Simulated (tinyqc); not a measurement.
What moves the results: propagation of a band-gap error through k.p and effective-mass formulas. A value that a table varies takes the place of the one given here.

Chain, for a gap E (the reference Eg or another value), with Ep and Dso kept: 1/me = 1 + Ep (E + 2 Dso/3)/(E (E + Dso)); g* = 2 - 2 Ep Dso/(3 E (E + Dso)); g1(E) = g1 + (Ep/3)(1/E - 1/Eg), g2(E) = g2 + (Ep/6)(1/E - 1/Eg), light hole 1/(g1 + 2 g2), heavy hole 1/(g1 - 2 g2) along [100]; optical constant ei(E) = 1 + (ei - 1)(EP/(EP + E - Eg))^2, static e0(E) = ei(E) + e0 - ei.

Donor: R = Ry me/e0^2, a_B = a0 e0/me, Mott density (0.26/a_B)^3. Nc, Nv = 2 (m kT/(4 pi c))^(3/2), c = hbar^2/2m0, ni = sqrt(Nc Nv) exp(-E/2kT). Exciton: Ry mu/e0^2 with 1/mu = 1/me + g1(E). 1 angstrom^-3 = 1e24 cm^-3.

Constants: Ry = 13.60569312 eV; a0 (Bohr radius) = 0.5291772105 angstrom; kB = 8.617333262e-05 eV/K; hbar^2/2m0 = 3.80998211 eV angstrom^2.

Values chosen for the exercise (reference values near those of InAs, gap at low temperature; shifted at random, so the results belong to these values and not to a real crystal): Eg = 0.412 eV (gap at Gamma to the s-like level); Dso = 0.39 eV (spin-orbit splitting); Ep = 21.9 eV (Kane energy); g1 = 20.09 (Luttinger gamma1); g2 = 8.49 (gamma2); e0 = 15.17 (static dielectric constant); ei = 12.25 (optical dielectric constant); EP = 4.67 eV (mean (Penn) gap); mh = 0.38 m0 (density-of-states mass of the holes); T = 77 K (temperature); Eg2 = 0.198 eV (a wrong gap).

## The size of the error

E = f Eg; ratios against f = 1.

Results:
```
f     E (eV)  me ratio  light-hole ratio  e0 ratio  donor ratio  Mott ratio        g*  log10 ni ratio
0.25   0.103     0.289             0.259     1.109        0.235      0.0177  -110.133            9.71
0.40   0.165     0.443             0.411     1.085        0.376      0.0681   -60.276            7.82
0.60   0.247     0.637             0.611     1.055        0.572       0.220   -34.149            5.25
0.80   0.330     0.821             0.807     1.027        0.779       0.512   -22.007            2.63
1.00   0.412     1.000             1.000     1.000        1.000        1.00   -15.232            0.00
1.20   0.494     1.174             1.190     0.975        1.236        1.75   -11.022           -2.64
1.50   0.618     1.429             1.468     0.939        1.622        3.53    -7.140           -6.63
2.00   0.824     1.841             1.916     0.885        2.353        9.02    -3.692          -13.28
```

Between f = 0.8 and 1.2 the mean powers d ln(ratio)/d ln f are 0.88 for me, 0.96 for the light hole, -0.13 for e0, 1.14 for the donor energy and 3.03 for the Mott density; ni moves by -3.20 decades per 0.1 eV, against -0.1 eV/(2 kT ln 10) = -3.27 from the exponential alone, the rest coming from Nc through me^(3/4). g* keeps its sign, from -110.13 to -3.69.

## What each input does

All at E = Eg2. Each row changes one parameter from the base and keeps the others.

Results:
```
case            me (m0)  light hole (m0)     e0  donor (meV)  exciton (meV)  log10 ni
base             0.0115           0.0133  16.28        0.589          0.406    10.264
Eg2 = 0.214 eV   0.0123           0.0143  16.19        0.639          0.441     9.763
Dso = 0.359 eV   0.0114           0.0133  16.28        0.585          0.404    10.261
Ep = 20.148 eV   0.0125           0.0138  16.28        0.640          0.435    10.290
g1 = 21.697      0.0115           0.0130  16.28        0.589          0.401    10.264
EP = 5.044 eV    0.0115           0.0133  16.19        0.596          0.411    10.264
ei = 11.27       0.0115           0.0133  16.18        0.596          0.411    10.264
mh = 0.41 m0     0.0115           0.0133  16.28        0.589          0.406    10.288
T = 70.84 K      0.0115           0.0133  16.28        0.589          0.406     9.646
```

The largest shifts from the base row, up to three for each result and ties (the steps differ in size, so this ranks the rows, not the parameters). me (m0): Ep +0.0010, Eg2 +0.0008, Dso -0.0001; unchanged at the printed digits by g1, EP, ei, mh and T. light hole (m0): Eg2 +0.0010, Ep +0.0006, g1 -0.0003; unchanged at the printed digits by Dso, EP, ei, mh and T. e0: ei -0.10, Eg2 -0.09, EP -0.09; unchanged at the printed digits by Dso, Ep, g1, mh and T. donor (meV): Ep +0.051, Eg2 +0.049, ei +0.007; unchanged at the printed digits by g1, mh and T. exciton (meV): Eg2 +0.034, Ep +0.029, g1 -0.005, ei +0.005; unchanged at the printed digits by mh and T. log10 ni: T -0.618, Eg2 -0.501, Ep +0.027; unchanged at the printed digits by g1, EP and ei.

(tinyqc, `OMP_NUM_THREADS=1 python tinyqc.py 1881021 1881022 out.jsonl`, Intel(R) Xeon(R) Processor @ 2.30GHz, 1 thread, shared host, about 0.01 s.)
